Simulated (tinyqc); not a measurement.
Haynes-Shockley experiment: drift, diffusion and decay of a minority-carrier pulse: one step, computed by the program tinyqc.

A thin sheet of excess carriers is made at x = 0, t = 0 in a long uniform bar; injection is low, so the pulse moves with the minority mobility.

Problem. Simple reading of the pulse. With w the full width at half maximum: mu = d/(F t_p); D = (w d)^2/(16 ln2 t_p^3); Einstein ratio D/mu against k_B T/e.

Inputs (values chosen for the exercise, modelled on holes in n-type germanium in a lightly doped bar):

| quantity | value | unit |
|---|---|---|
| minority mobility mu | 1990 | cm^2/(V s) |
| temperature T | 250 | K |
| field F | 6.3 | V/cm |
| distance d to the collector | 0.5 | cm |

time of the peak t_p = 39.52784 microsecond

width at half maximum = 10.90063 microsecond

D = 42.87123 cm^2/s

Constants: k_B = 8.617333262e-05 eV/K.

Give: apparent mobility; apparent D; apparent D/mu; error of mu; error of D.

Solution.

apparent mobility = 2008 cm^2/(V s)

apparent D = 43.37 cm^2/s

apparent D/mu = 21.60 mV

error of mu = 0.8958 %

error of D = 1.163 %
